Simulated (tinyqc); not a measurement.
# Reverse leakage of an n+-p junction: diffusion, generation, trap-assisted and band-to-band tunnelling: leakage components against the temperature

One-sided abrupt junction in the depletion approximation, x from the junction (0) to W on the p side, field F = F0 (1 - x/W). Flat quasi-Fermi levels, long p side. Traps generate through SRH with both lifetimes shortened by 1 + Gamma (Hurkx enhancement, form for moderate fields); band-to-band generation is local and needs a total bending above Eg.

Nc and Nv are given at 350 K and scale as (T/350 K)^1.5; all else is held fixed. ni = sqrt(Nc Nv) exp(-Eg/(2 Vt)), Eg in volts; Vbi = Vt ln(Na Nd/ni^2); W = sqrt(2 eps0 eps_r (Vbi + VR)/(q Na)); F0 = 2 (Vbi + VR)/W; FG = sqrt(24 mt m0 (kB T)^3)/(q hbar); J_diff = q ni^2 sqrt(Dn/tau)(1 - exp(-VR/Vt))/Na. u = (Vbi + VR)(1 - x/W)^2, p = Na exp(-u/Vt), n = Nd exp((u - Vbi - VR)/Vt); G0 = ni^2 (1 - exp(-VR/Vt))/(tau (n + p + 2 ni cosh(Et/Vt))); Gamma = 2 sqrt(3 pi)(F/FG) exp((F/FG)^2); trap-assisted part G0 Gamma; G_bb = Ab F^2.5 exp(-Bb/F) with F in V/cm, zero unless Vbi + VR > Eg. Currents are q times the integrals over 0 to W; J_bb under 1e-8 of J is printed as 0; rows with F0/FG above 2.2, beyond the range of this Gamma, are left out.

Values chosen for this exercise; band and dielectric values close to those of In0.53Ga0.47As:
- Eg = 0.753 eV (band gap)
- eps_r = 14.1 (relative permittivity)
- Nc = 2.68e17 cm^-3 (conduction-band density of states at the reference temperature)
- Nv = 9.67e18 cm^-3 (valence-band density of states at the reference temperature)
- Na = 2.2e17 cm^-3 (acceptor density of the lighter side)
- Nd = 1e19 cm^-3 (donor density of the heavier side)
- tau = 2e-6 s (SRH lifetime of both carriers at zero field)
- Et = -0.12 eV (trap level above the intrinsic level)
- mt = 0.052 m0 (tunnelling mass)
- Dn = 4 cm^2/s (electron diffusion coefficient on the lighter side)
- Ab = 2.5e16 cm^-0.5 V^-2.5 s^-1 (band-to-band prefactor)
- Bb = 6.46e6 V/cm (band-to-band field constant)
- VR = 0.7 V (reverse bias)

Constants: q = 1.602176634e-19 C, kB = 1.380649e-23 J/K, hbar = 1.054571817e-34 J s, m0 = 9.1093837015e-31 kg, Vt = kB T/q, eps0 = 8.8541878128e-14 F/cm where lengths are in cm. Results are converted to the units shown.

Result of one run:
```
F0 (kV/cm)	F0/FG	J_diff (A/cm^2)	J_SRH (A/cm^2)	J_TAT (A/cm^2)	J_bb (A/cm^2)	J (A/cm^2)	largest part
286	1.41	1.69e-8	2.84e-8	4.12e-7	1.04e-5	1.09e-5	band-to-band tunnelling
```

Which temperature T gave this result: 280, 310, 340 or 430 K?

T = 340 K.

The whole series:
```
T (K)	F0 (kV/cm)	F0/FG	J_diff (A/cm^2)	J_SRH (A/cm^2)	J_TAT (A/cm^2)	J_bb (A/cm^2)	J (A/cm^2)	largest part
280	288	1.90	3.82e-11	5.50e-10	2.73e-8	1.19e-5	1.19e-5	band-to-band tunnelling
310	287	1.62	1.06e-9	4.74e-9	1.15e-7	1.12e-5	1.13e-5	band-to-band tunnelling
340	286	1.41	1.69e-8	2.84e-8	4.12e-7	1.04e-5	1.09e-5	band-to-band tunnelling
370	285	1.24	1.75e-7	1.29e-7	1.28e-6	9.65e-6	1.12e-5	band-to-band tunnelling
400	285	1.10	1.30e-6	4.71e-7	3.46e-6	8.88e-6	1.41e-5	band-to-band tunnelling
430	284	0.982	7.40e-6	1.45e-6	8.36e-6	8.11e-6	2.53e-5	trap-assisted tunnelling
```

J goes from 1.19e-5 through a minimum of 1.09e-5 (at T = 340 among the rows listed) to 2.53e-5 A/cm^2. Band-to-band tunnelling leads at T = 280, trap-assisted tunnelling from 430 on. Activation energies over the table: 0.842 eV for diffusion (Eg = 0.753 eV, raised by the T^3 of ni^2), 0.545 eV for SRH generation (Eg/2 + |Et| = 0.496 eV), 0.396 eV for the trap-assisted part, lower since Gamma grows on cooling; the total shows -0.0136 eV at the cold end and 0.289 eV at the hot end.

Range of the model: The n+ side is degenerate, so Vbi from Boltzmann statistics is only a guide.

Numbers from tinyqc (`OMP_NUM_THREADS=1 python tinyqc.py 2290077 2290078 out.jsonl`; about 0.01 s on one thread of a shared Intel Xeon 2.30GHz).
